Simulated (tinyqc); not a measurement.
# Reflectance at normal incidence against thickness

Normal incidence on air, film (n1) and substrate (N2 = n2 - i k2): r01 = (1 - n1)/(1 + n1), r12 = (n1 - N2)/(n1 + N2), amplitude (r01 + r12 X)/(1 + r01 r12 X), X = exp(-4 pi i n1 d/lam), R its squared modulus, phase from 0 to 360 degrees.

Inputs (values chosen for the exercise):
- lam = 632.8 nm (wavelength)
- n1 = 2.395 (index of the transparent film)
- n2 = 3.882 (index of the substrate)
- k2 = 0.019 (extinction coefficient of the substrate)

Reflectance at normal incidence against thickness:
```
d (nm)  R (%)  phase of the reflected amplitude (degrees)
0       34.85                                       179.8
16      31.73                                       167.8
32      22.87                                       156.1
49      10.24                                       149.6
65      3.734                                       177.1
81      9.114                                       209.9
98      21.66                                       205.0
114     31.05                                       193.5
130     34.81                                       181.4
```

What does the table show?

R goes from 34.9 through a minimum of 3.73 (at d = 65 nm among the rows listed) to 34.8 %. At a quarter wave, d = 66.1 nm, R = 3.72 %; for a transparent substrate it would vanish for n1 = sqrt(n2) = 1.97.

Numbers from tinyqc (`OMP_NUM_THREADS=1 python tinyqc.py 2870212 2870213 out.jsonl`; about 0.3 s on one thread of a shared Intel Xeon 2.30GHz).
